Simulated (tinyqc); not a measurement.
Monte Carlo simulation of one carrier in a uniform electric field: one step, computed by the program tinyqc. Command: `OMP_NUM_THREADS=1 python tinyqc.py 3021607 3021608 out.jsonl mcfl walk`. One thread of a shared host (Intel(R) Xeon(R) Processor @ 2.30GHz), about 2 s of CPU time with the checks.

The force e F acts along +z. Flights end at the constant total rate Gamma; the part of Gamma that the real rates do not fill is self-scattering, which leaves k unchanged. One valley, no impurities; equivalent final valleys enter only through Z_f in the optical rate.

Problem. Scattering event 2. Parabolic band: E = hbar^2 k^2/(2 m), speed v = hbar k/m, states per spin, volume and energy g(E) = m k/(2 pi^2 hbar^2). Masses are multiplied by m_0 and all formulas are in SI units. Phonon occupation N_q = 1/(exp(hbar w/(k_B T)) - 1). Acoustic deformation potential (elastic, equipartition, absorption and emission together): 1/tau = 2 pi k_B T D_A^2 g(E)/(hbar rho v_l^2). Optical or intervalley deformation potential: 1/tau = (pi Z_f D_o^2/(rho w)) [N_q g(E + hbar w) + (N_q + 1) g(E - hbar w)], with g = 0 below the band edge. Choice: with cumulative rates in the order acoustic, absorption, emission, the process is the first whose sum exceeds r2 Gamma; if none, self-scattering. Final state: E' = E, E + hbar w or E - hbar w gives k'. Isotropic processes: cos(theta) = 1 - 2 r3 from the z axis, phi = 2 pi r4, k' (sin theta cos phi, sin theta sin phi, cos theta). Use row 2 of the random numbers.

Inputs (values chosen for the exercise, modelled on holes in silicon):

| quantity | value | unit |
|---|---|---|
| effective mass m | 0.507 | m_0 |
| density rho | 2329 | kg/m^3 |
| sound velocity v_l | 9240 | m/s |
| acoustic deformation potential D_A | 5.1 | eV |
| phonon energy hbar w | 60.7 | meV |
| optical or intervalley deformation potential D_o | 10 | 1e8 eV/cm |
| final valleys Z_f | 1 | - |
| lattice temperature T | 300 | K |

Crystal: non-polar. Band: parabolic.

k at the end of the flight (1/nm): 0.2000000  0.0530000  -0.0403589

Random numbers (0.02 to 0.98, from up to 60 sets tried for early real events), one row a flight:
```
       r1      r2      r3      r4
1  0.2482  0.5992  0.8748  0.0529
2  0.1941  0.2357  0.0891  0.3614
3  0.6324  0.3214  0.9488  0.6706
4  0.2924  0.8267  0.9505  0.9402
5  0.1400  0.2279  0.2191  0.3057
6  0.1531  0.3778  0.4168  0.9404
7  0.4443  0.8479  0.7881  0.3373
```

Gamma = 42.36477 1e12/s

Constants: hbar = 1.054571817e-34 J s; m_0 = 9.1093837015e-31 kg; e = 1.602176634e-19 C; k_B = 1.380649e-23 J/K; hbar = 6.582119569e-16 eV s; k_B = 8.617333262e-05 eV/K.

Give: cumulative rates; r2 Gamma; process chosen; k after event 2, the start of the next flight.

Solution.

cumulative rates (1e12/s): acoustic 0.367, absorption 1.138, emission 1.138

r2 Gamma = 9.985 1e12/s

Process chosen: self-scattering

k after event 2, the start of the next flight (1/nm): 0.2000  0.0530  -0.0404
